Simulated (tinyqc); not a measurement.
Arrhenius fit: deep-level transient spectroscopy (DLTS) of one majority-carrier trap. Computed by tinyqc, a small Python program. Command: `OMP_NUM_THREADS=1 python tinyqc.py 3001336 3001337 out.jsonl dlts walk`. One thread of a shared host (Intel(R) Xeon(R) Processor @ 2.30GHz), about 0.06 s of CPU time with the checks.

A filling pulse loads the traps in a one-sided junction; under reverse bias they empty at the rate e, and the capacitance relaxes as C(t) = C_0 - dC exp(-e t). The signal is S = [C(t_2) - C(t_1)]/dC.

Inputs (values chosen for the exercise, with mass and screening modelled on GaP): density-of-states mass m = 0.494 m_0; valleys M = 3; trap depth E_t = 0.228 eV; cross-section sigma_0 = 2.8e-15 cm^2; degeneracy ratio g = 2; gate time t_1 = 0.004 s; ratio t_2/t_1 = 2.

Carriers: electrons. Extra term: none.

Constants: k_B = 8.617333262e-05 eV/K; k_B = 1.380649e-23 J/K; m_0 = 9.1093837015e-31 kg; h = 6.62607015e-34 J s.

Method:
- e = g sigma v N_b exp(-E/k_B T), v = sqrt(3 k_B T/m), N_b = 2 M (2 pi m k_B T/h^2)^(3/2), sigma = sigma_0, E = E_t.
- S(e) = exp(-e t_1) - exp(-e t_2) peaks at the rate window e_0 = ln(t_2/t_1)/(t_2 - t_1).
- t_1 is scaled by 0.1, 0.3, 1, 3, 10 and 30 at fixed t_2/t_1; each T_p by bisection.
- Least squares of ln(e_0/T_p^2) on 1/(k_B T_p): slope -E_a, intercept ln(gamma sigma_a) with gamma = v N_b/T^2 = sqrt(3 k_B/m) 2 M (2 pi m k_B/h^2)^(3/2). For comparison, the slope of ln e_0 alone.

Arrhenius data:
```
t_1 (s)  e_0 (1/s)  T_p (K)  1/(k_B T_p) (1/eV)  ln(e_0/T_p^2)
0.0004     1732.87  135.839              85.429       -2.36540
0.0012      577.62  129.214              89.808       -3.36402
0.0040      173.29  122.630              94.630       -4.46340
0.0120       57.76  117.160              99.049       -5.47074
0.0400       17.33  111.680             103.909       -6.57891
0.1200        5.78  107.093             108.359       -7.59364
```

apparent depth E_a = 0.22800 eV

intercept = 17.112

gamma = 4.8261e+21 cm^-2 s^-1 K^-2

apparent cross-section = 5.6000e-15 cm^2

slope without T^2 = 0.24872 eV

The apparent depth is 0.2280 eV against E_t = 0.228 eV, and the apparent cross-section is 2.00 times sigma_0: only the degeneracy ratio enters. Leaving out the T^2 factor overstates the slope by 21 meV, about 2 k_B T_p.

Extremes, crossings and ranges named in words are read from the listed rows.
